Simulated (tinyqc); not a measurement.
## Bulk resistivity and mean free path from two films

Problem. In the thick-film limit single-crystal films obey rho = rho0 (1 + 3 (1 - ps) lam/(8 d)). Find rho0, lam and the product rho0 lam.

Parameters, values chosen for the exercise: specular share of surface scattering ps = 0.5.

rho at d = 91 and 240 nm (uohm cm): 1.8066051  1.7217961

Answer. rho is a straight line in 1/d: the intercept is rho0 and the slope (3/8)(1 - ps) rho0 lam. Without ps only the product (1 - ps) lam could be found.

rho0 = 1.670 uohm cm
lam = 39.70 nm
rho0 lam = 66.30 uohm cm nm

Numbers from tinyqc (`OMP_NUM_THREADS=1 python tinyqc.py 2100157 2100158 out.jsonl`; about 0.01 s on one thread of a shared Intel Xeon 2.30GHz).
